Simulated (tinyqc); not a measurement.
What moves the results: tunnelling through a thin dielectric with one trap, as a tight-binding chain. A value that a table varies takes the place of the one given here.

Hopping -t everywhere, t = c/(m a^2), c = hbar^2/2m0; lead sites at 2t (band bottom 0), barrier sites 1 to N at 2t + phi, and site j has U besides. No voltage. Leads give S = -t exp(ika) on sites 1 and N, cos(ka) = 1 - E/(2t). T = (2 t sin(ka))^2 |G_1N|^2, G = (E - H - S)^-1. In the barrier cosh(q a) = 1 + (phi - E)/(2t).

Resonance: the lowest eigenvalue of H + S(E), iterated until its real part equals E (40 rounds from Eb = phi + 2t - sqrt(4t^2 + U^2), the level in an endless barrier). With v the normalised squared amplitudes of that state, Gamma_L = 2 t sin(ka) v_1, Gamma_R = 2 t sin(ka) v_N; Breit-Wigner T = Gamma_L Gamma_R/((E - Er)^2 + (Gamma_L + Gamma_R)^2/4).

Constants: hbar^2/2m0 = 3.80998211 eV angstrom^2.

Parameters, chosen for this exercise (barrier and mass of the size used for SiO2 on silicon; not measured data): a = 3 angstrom (site spacing); m = 0.42 m0 (mass, the same in leads and barrier); phi = 2.9 eV (conduction edge of the barrier above that of the leads); N = 11 (barrier sites); j = 3 (site of the trap); U = -3.14 eV (extra energy on the trap site); E = 1.43 eV (electron energy).

## Transmission around the level

Er = 1.18537 eV

widths (meV): left 11.371, right 4.6344e-06

Energies Er + x (Gamma_L + Gamma_R).

T:

| x | E (eV) | chain | Breit-Wigner | no trap |
|---|---|---|---|---|
| -8.0 | 1.0944 | 3.75e-09 | 6.34e-09 | 4.09e-12 |
| -3.0 | 1.1513 | 3.63e-08 | 4.41e-08 | 5.98e-12 |
| -1.0 | 1.1740 | 3.06e-07 | 3.26e-07 | 6.96e-12 |
| -0.5 | 1.1797 | 7.90e-07 | 8.15e-07 | 7.23e-12 |
| 0.0 | 1.1854 | 1.63e-06 | 1.63e-06 | 7.52e-12 |
| 0.5 | 1.1911 | 8.46e-07 | 8.15e-07 | 7.81e-12 |
| 1.0 | 1.1967 | 3.51e-07 | 3.26e-07 | 8.12e-12 |
| 3.0 | 1.2195 | 5.43e-08 | 4.41e-08 | 9.47e-12 |
| 8.0 | 1.2763 | 1.10e-08 | 6.34e-09 | 1.40e-11 |

What does this show, and why?

At Er the chain gives 1.63e-06, 2.17e+05 times the value without trap, and Breit-Wigner 1.63e-06. In the wings the single pole gives 1.69 times the chain value at x = -8 and 0.579 times at x = 8, because the widths and the level shift change with energy.

## Where a trap does most harm

The trap is moved through the barrier. The area under the resonance, 2 pi Gamma_L Gamma_R/(Gamma_L + Gamma_R), sets the current through it.

Against position:

| j | Er (eV) | Gamma_L (meV) | Gamma_R (meV) | peak | area (meV) |
|---|---|---|---|---|---|
| 3 | 1.1854 | 11.4 | 4.63e-06 | 1.63e-06 | 2.91e-05 |
| 4 | 1.1845 | 0.975 | 5.35e-05 | 0.000219 | 0.000336 |
| 5 | 1.1845 | 0.0839 | 0.000622 | 0.0292 | 0.00388 |
| 6 | 1.1845 | 0.00722 | 0.00722 | 1.00 | 0.0227 |
| 7 | 1.1845 | 0.000622 | 0.0839 | 0.0292 | 0.00388 |
| 8 | 1.1845 | 5.35e-05 | 0.975 | 0.000219 | 0.000336 |
| 9 | 1.1854 | 4.63e-06 | 11.4 | 1.63e-06 | 2.91e-05 |

What does this show, and why?

The area is largest at j = 6 (0.0227 meV) and 779 times smaller at j = 3: the slower of the two steps limits the current, so traps in the middle carry most. Each site towards a lead multiplies its width by about 11.62, close to exp(2 q a) = 11.62 at Eb.

## Direct against trap-assisted paths

N odd, the trap in the middle, j = (N + 1)/2. Direct T is that without trap at the energy Er; area = 2 pi Gamma_L Gamma_R/(Gamma_L + Gamma_R). The exponents are the slopes of the logarithms between the last two rows, per angstrom.

Against thickness:

| N | N a (angstrom) | Er (eV) | direct T | area (meV) |
|---|---|---|---|---|
| 5 | 15.0 | 1.1862 | 1.85e-05 | 35.8 |
| 7 | 21.0 | 1.1846 | 1.36e-07 | 3.07 |
| 9 | 27.0 | 1.1845 | 1.01e-09 | 0.264 |
| 11 | 33.0 | 1.1845 | 7.47e-12 | 0.0227 |
| 13 | 39.0 | 1.1845 | 5.53e-14 | 0.00195 |
| 15 | 45.0 | 1.1845 | 4.10e-16 | 0.000168 |
| 17 | 51.0 | 1.1845 | 3.04e-18 | 1.45e-05 |

exponents (1/angstrom): direct 0.8175, through the trap 0.4088

What can be read from the table?

The direct path falls as exp(-0.818 d) and the path through a central trap as exp(-0.409 d), 2.00 times more slowly, since each step crosses half the layer. From 5 to 17 sites the first loses 12.8 decades and the second 6.4: in thicker layers even few traps rule the leakage. Inelastic capture with phonons is left out.

## What each parameter does

Resonance and log10 T at E. Each row changes one parameter from the base and keeps the others.

Results:

| case | Er (eV) | Gamma_L (meV) | Gamma_R (meV) | log10 T |
|---|---|---|---|---|
| base | 1.1854 | 11.37 | 4.634e-06 | -8.411 |
| m = 0.386 m0 | 1.2647 | 15.67 | 1.485e-05 | -7.642 |
| phi = 3 eV | 1.2857 | 11.25 | 4.591e-06 | -8.233 |
| N = 12 | 1.1854 | 11.37 | 3.991e-07 | -9.405 |
| j = 4 | 1.1845 | 0.9754 | 5.353e-05 | -8.420 |
| U = -3.046 eV | 1.2646 | 12.28 | 6.806e-06 | -8.075 |

What can be read from the table?

The largest shifts from the base row, up to three for each result and ties (the steps differ in size, so this ranks the rows, not the parameters). Er (eV): phi +0.1003, m +0.0793, U +0.0792; unchanged at the printed digits by N. Gamma_L (meV): j -10.4, m +4.30, U +0.913; unchanged at the printed digits by N. Gamma_R (meV): j +4.89e-05, m +1.02e-05, N -4.24e-06. log10 T: N -0.994, m +0.769, U +0.336.

Run: tinyqc, `OMP_NUM_THREADS=1 python tinyqc.py 1480382 1480383 out.jsonl`; Intel(R) Xeon(R) Processor @ 2.30GHz, one thread, shared host; about 0.1 s of CPU time with all checks.
